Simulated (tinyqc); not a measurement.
Worked calculation: power iteration on a symmetric matrix. Computed by tinyqc, a small Python program that keeps every step. Settings: method = power, shift = 1.29. Command: `OMP_NUM_THREADS=1 python tinyqc.py 31220 31221 out.jsonl` (the two numbers bound the seeds that draw the settings). One thread of a shared host (Intel(R) Xeon(R) Processor @ 2.60GHz), about 0.01 s of CPU time with the checks.

## Step 1

A, lower triangle:
```
           1          2          3          4          5         6
1   1.486000
2   0.317000   2.144000
3  -0.502000  -0.399000   4.352000
4  -0.158000   0.126000  -0.304000   4.549000
5  -0.986000   0.667000   0.373000   0.350000   4.620000
6  -0.120000   0.683000   0.392000  -0.399000  -0.162000  4.967000
```

vector v at the start: 0.408248  0.408248  0.408248  0.408248  0.408248  0.408248

shift = 1.290000

w = (A - shift) v; v' = w/|w| with its largest component positive (the first on a tie); lambda = v'^T A v'.

vector after step 1: -0.175300  0.314504  0.366828  0.402084  0.499737  0.569549

Rayleigh quotient after step 1 = 5.063120

## Step 2

As before.

vector after step 2: -0.194679  0.219875  0.359589  0.317870  0.584497  0.584614

Rayleigh quotient after step 2 = 5.197404

## Step 3

As before.

vector after step 3: -0.215587  0.206951  0.372613  0.243817  0.620928  0.571712

Rayleigh quotient after step 3 = 5.251138

## Course of the iteration

Stop when the residual |A v - lambda v| is below 1e-9.

Steps:

| step | lambda | residual |
|---|---|---|
| 1 | 5.06312013 | 5.88e-01 |
| 2 | 5.19740380 | 3.45e-01 |
| 3 | 5.25113829 | 2.69e-01 |
| 4 | 5.28385277 | 2.15e-01 |
| 5 | 5.30464099 | 1.74e-01 |
| 6 | 5.31836097 | 1.44e-01 |
| 7 | 5.32788583 | 1.23e-01 |
| 8 | 5.33491386 | 1.09e-01 |
| 9 | 5.34045647 | 9.89e-02 |
| 10 | 5.34512291 | 9.29e-02 |
| 11 | 5.34928403 | 8.93e-02 |
| 12 | 5.35316681 | 8.75e-02 |
| 13 | 5.35690995 | 8.67e-02 |
| 14 | 5.36059709 | 8.65e-02 |
| 15 | 5.36427710 | 8.67e-02 |
| 16 | 5.36797655 | 8.71e-02 |
| 17 | 5.37170761 | 8.76e-02 |
| 18 | 5.37547301 | 8.80e-02 |
| 19 | 5.37926930 | 8.83e-02 |
| 20 | 5.38308897 | 8.85e-02 |
| 21 | 5.38692182 | 8.86e-02 |
| 22 | 5.39075602 | 8.86e-02 |
| 23 | 5.39457879 | 8.84e-02 |
| 24 | 5.39837692 | 8.80e-02 |
| 25 | 5.40213721 | 8.75e-02 |
| 26 | 5.40584675 | 8.68e-02 |
| 27 | 5.40949324 | 8.60e-02 |
| 28 | 5.41306515 | 8.51e-02 |
| 29 | 5.41655193 | 8.40e-02 |
| 30 | 5.41994408 | 8.27e-02 |

all eigenvalues, for comparison: 0.924429  1.952195  3.944565  4.520053  5.299816  5.476942

Not converged in 30 steps: the residual falls only by the ratio of the two largest distances of eigenvalues from the shift, 0.96 a step.
